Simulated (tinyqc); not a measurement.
From results back to parameters: eight-band Kane k.p model. Five cases, with inputs chosen for the exercise.

Problem. In the Kane model 1/m = A_r + Ep (Eg + 2 Dso/3)/(Eg (Eg + Dso)) and the Roth formula gives g* = 2 - 2 Ep Dso/(3 Eg (Eg + Dso)). The mass and the g factor below were computed from hidden Ep and Dso.

Find: X; Y; Ep; Dso.

Method. Let X = 1/m - A_r and Y = (2 - g*)/2. Then X + Y = Ep/Eg and X - 2 Y = Ep/(Eg + Dso).

Case 1.

Values chosen (out of a larger set: near those of Ge; not measured data): Eg = 0.897 eV (gap at Gamma to the s-like level); A_r = -0.6 (remote-band term in 1/m).

m = 0.0379493 m0
g* = -2.73808

Solution.

X = 26.951
Y = 2.369
Ep = 26.30 eV
Dso = 0.287 eV

Case 2.

Values chosen (out of a larger set: near those of Ge; not measured data): Eg = 0.906 eV (gap at Gamma to the s-like level); A_r = 1 (remote-band term in 1/m).

m = 0.0359681 m0
g* = -2.67332

Solution.

X = 26.802
Y = 2.337
Ep = 26.40 eV
Dso = 0.287 eV

Case 3.

Values chosen (out of a larger set: near those of GaAs; not measured data): Eg = 1.504 eV (gap at Gamma to the s-like level); A_r = 0 (remote-band term in 1/m).

m = 0.0626757 m0
g* = -0.13225

Solution.

X = 15.955
Y = 1.066
Ep = 25.60 eV
Dso = 0.348 eV

Case 4.

Values chosen (out of a larger set: near those of AlAs; not measured data): Eg = 3.2 eV (gap at Gamma to the s-like level); A_r = 1 (remote-band term in 1/m).

m = 0.1306985 m0
g* = 1.61490

Solution.

X = 6.651
Y = 0.193
Ep = 21.90 eV
Dso = 0.295 eV

Case 5.

Values chosen (out of a larger set: near those of Ge; not measured data): Eg = 0.895 eV (gap at Gamma to the s-like level); A_r = 1 (remote-band term in 1/m).

m = 0.0354691 m0
g* = -2.83071

Solution.

X = 27.194
Y = 2.415
Ep = 26.50 eV
Dso = 0.290 eV

Computed by tinyqc, one run a case: `OMP_NUM_THREADS=1 python tinyqc.py N N+1 out.jsonl` with N = 1080353, 1080359, 1080360, 1080361, 1080372; one thread of a shared Intel(R) Xeon(R) Processor @ 2.30GHz, about 0.1 s a run at most.
